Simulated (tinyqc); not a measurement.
Worked calculation: plane-wave Kohn-Sham cycle with exchange-only LDA in a layered model solid. Computed by tinyqc, a small Python program that keeps every step. Settings: points = 16, plane-wave index or count = 3, electrons = 4, k points = 3, area = 24.0, mixing = 0.3, iteration cap = 66, Kerker q0 = 1.0. Command: `OMP_NUM_THREADS=1 python tinyqc.py 24876 24877 out.jsonl` (the two numbers bound the seeds that draw the settings). One thread of a shared host (Intel(R) Xeon(R) Processor @ 2.60GHz), about 0.04 s of CPU time with the checks. Later iterations appear only in the table of the cycle.

## Iteration 1: potential

A solid whose potential varies along x alone (atomic units):
```
parameter                      value
period a                    9.800000
cross-section of the cell  24.000000
electrons per cell                 4
grid points                       16
plane waves -n..n, n               3
k points                           3
V1 in V1 cos(2 pi x/a)     -0.760000
V2 in V2 cos(4 pi x/a)      0.040000
```

density at the start, on the grid x_j = j a/N (e/bohr^3): 0.01700680  0.01700680  0.01700680  0.01700680  0.01700680  0.01700680  0.01700680  0.01700680  0.01700680  0.01700680  0.01700680  0.01700680  0.01700680  0.01700680  0.01700680  0.01700680

V_H(G) = 4 pi rho(G)/G^2 for G != 0 (uniform background); v_x = -(3 rho/pi)^(1/3); V = V_ext + V_H + v_x; Fourier components f(G_m) = (1/N) sum_j f(x_j) exp(-i G_m x_j).

Potentials on the grid (hartree):
```
x             V_ext       V_H        v_x          V
0.000000  -0.720000  0.000000  -0.253239  -0.973239
0.612500  -0.673864  0.000000  -0.253239  -0.927104
1.225000  -0.537401  0.000000  -0.253239  -0.790641
1.837500  -0.319124  0.000000  -0.253239  -0.572363
2.450000  -0.040000  0.000000  -0.253239  -0.293239
3.062500   0.262555  0.000000  -0.253239   0.009316
3.675000   0.537401  0.000000  -0.253239   0.284162
4.287500   0.730433  0.000000  -0.253239   0.477193
4.900000   0.800000  0.000000  -0.253239   0.546761
5.512500   0.730433  0.000000  -0.253239   0.477193
6.125000   0.537401  0.000000  -0.253239   0.284162
6.737500   0.262555  0.000000  -0.253239   0.009316
7.350000  -0.040000  0.000000  -0.253239  -0.293239
7.962500  -0.319124  0.000000  -0.253239  -0.572363
8.575000  -0.537401  0.000000  -0.253239  -0.790641
9.187500  -0.673864  0.000000  -0.253239  -0.927104
```

V(G_m), m = 0, 1, 2, ... (hartree): -0.253239  -0.380000  0.020000  0.000000  0.000000  0.000000  0.000000

## Iteration 1: Hamiltonian at one k

k = 0.000000 2 pi / a

H(m,m') = (k + G_m)^2/2 delta + V(G_m - G_m'), with V(-G) = V(G).

H (hartree):
```
           -3         -2         -1         +0         +1         +2         +3
-3   1.596541  -0.380000   0.020000   0.000000   0.000000   0.000000   0.000000
-2  -0.380000   0.568885  -0.380000   0.020000   0.000000   0.000000   0.000000
-1   0.020000  -0.380000  -0.047708  -0.380000   0.020000   0.000000   0.000000
+0   0.000000   0.020000  -0.380000  -0.253239  -0.380000   0.020000   0.000000
+1   0.000000   0.000000   0.020000  -0.380000  -0.047708  -0.380000   0.020000
+2   0.000000   0.000000   0.000000   0.020000  -0.380000   0.568885  -0.380000
+3   0.000000   0.000000   0.000000   0.000000   0.020000  -0.380000   1.596541
```

## Iteration 1: levels at that k

Diagonalise the Hermitian matrix.

eigenvalues (hartree): -0.729964  -0.256868  0.151943  0.621622  0.727670  1.732963  1.734829

## Iteration 1: new density

Motion across x is left out: the lowest 2 band(s) hold two electrons at each of the k points (j + 1/2)/nk - 1/2. Residual R = rho(out) - rho(in); rho(new) = rho(in) + 0.3 R, with R(G) scaled by G^2/(G^2 + 1^2) (Kerker). rho(out) = 2/(a A nk) sum |psi|^2 with psi = sum c exp(i G x). Harris energy E = band energy - dV sum rho (V_H/2 + v_x) + (3/4) dV sum rho v_x with rho(in), dV = a A/N, band energy = (2/nk) sum of the filled levels.

rho(out) (e/bohr^3): 0.03245400  0.03611176  0.03748603  0.02726319  0.01309931  0.00435743  0.00115205  0.00029483  0.00012565  0.00029483  0.00115205  0.00435743  0.01309931  0.02726319  0.03748603  0.03611176

density after iteration 1 (e/bohr^3): 0.01738234  0.01859348  0.01971140  0.01827583  0.01611167  0.01528490  0.01550645  0.01587299  0.01601306  0.01587299  0.01550645  0.01528490  0.01611167  0.01827583  0.01971140  0.01859348

energy per cell = -1.72319518 hartree

## Iteration 2: potential

As before.

Potentials on the grid (hartree):
```
x             V_ext        V_H        v_x          V
0.000000  -0.720000   0.053515  -0.255090  -0.921574
0.612500  -0.673864   0.052085  -0.260882  -0.882661
1.225000  -0.537401   0.043218  -0.266009  -0.760192
1.837500  -0.319124   0.022719  -0.259388  -0.555793
2.450000  -0.040000  -0.003482  -0.248716  -0.292198
3.062500   0.262555  -0.026049  -0.244387  -0.007881
3.675000   0.537401  -0.040917  -0.245562   0.250922
4.287500   0.730433  -0.048755  -0.247482   0.434196
4.900000   0.800000  -0.051153  -0.248208   0.500640
5.512500   0.730433  -0.048755  -0.247482   0.434196
6.125000   0.537401  -0.040917  -0.245562   0.250922
6.737500   0.262555  -0.026049  -0.244387  -0.007881
7.350000  -0.040000  -0.003482  -0.248716  -0.292198
7.962500  -0.319124   0.022719  -0.259388  -0.555793
8.575000  -0.537401   0.043218  -0.266009  -0.760192
9.187500  -0.673864   0.052085  -0.260882  -0.882661
```

V(G_m), m = 0, 1, 2, ... (hartree): -0.253009  -0.356546  0.020399  0.000766  0.000826  0.000199  0.000033

## Iteration 2: Hamiltonian at one k

k = 0.000000 2 pi / a

As before.

H (hartree):
```
           -3         -2         -1         +0         +1         +2         +3
-3   1.596771  -0.356546   0.020399   0.000766   0.000826   0.000199   0.000033
-2  -0.356546   0.569115  -0.356546   0.020399   0.000766   0.000826   0.000199
-1   0.020399  -0.356546  -0.047478  -0.356546   0.020399   0.000766   0.000826
+0   0.000766   0.020399  -0.356546  -0.253009  -0.356546   0.020399   0.000766
+1   0.000826   0.000766   0.020399  -0.356546  -0.047478  -0.356546   0.020399
+2   0.000199   0.000826   0.000766   0.020399  -0.356546   0.569115  -0.356546
+3   0.000033   0.000199   0.000826   0.000766   0.020399  -0.356546   1.596771
```

## Iteration 2: levels at that k

As before.

eigenvalues (hartree): -0.691586  -0.237729  0.151463  0.617243  0.707577  1.717635  1.719203

## Iteration 2: new density

As before.

rho(out) (e/bohr^3): 0.03177356  0.03534650  0.03698300  0.02750548  0.01373227  0.00481474  0.00134412  0.00036048  0.00016208  0.00036048  0.00134412  0.00481474  0.01373227  0.02750548  0.03698300  0.03534650

density after iteration 2 (e/bohr^3): 0.01791013  0.01995871  0.02187182  0.01941064  0.01555545  0.01391518  0.01415570  0.01474268  0.01497835  0.01474268  0.01415570  0.01391518  0.01555545  0.01941064  0.02187182  0.01995871

energy per cell = -1.61490244 hartree

## Convergence

Stop when sqrt(dV sum R^2) is below 1e-8, dV = a A/N.

Course of the cycle:
```
iteration  E (hartree)  norm of the residual
1          -1.72319518              2.34e-01
2          -1.61490244              2.06e-01
3          -1.52844846              1.83e-01
4          -1.46001944              1.61e-01
5          -1.40624266              1.43e-01
6          -1.36425312              1.26e-01
7          -1.33166649              1.11e-01
8          -1.30652448              9.82e-02
9          -1.28723487              8.65e-02
10         -1.27251456              7.60e-02
11         -1.26133822              6.68e-02
...                ...                   ...
56         -1.22814552              1.54e-04
57         -1.22814550              1.35e-04
58         -1.22814549              1.18e-04
59         -1.22814548              1.03e-04
60         -1.22814547              9.01e-05
61         -1.22814547              7.88e-05
62         -1.22814546              6.89e-05
63         -1.22814546              6.02e-05
64         -1.22814546              5.27e-05
65         -1.22814546              4.61e-05
66         -1.22814545              4.03e-05
```

Not converged within 66 iterations: the residual falls steadily but slowly, by a factor of about 0.87 a step. Reruns (cap 100 unless said): mixing 0.1: not converged; mixing 0.5, Kerker q0 1.0: converged in 74 (E = -1.22815); mixing 0.3, Pulay depth 5: converged in 26 (E = -1.22815); the original settings with a cap of 400: converged in 128 (E = -1.22815).
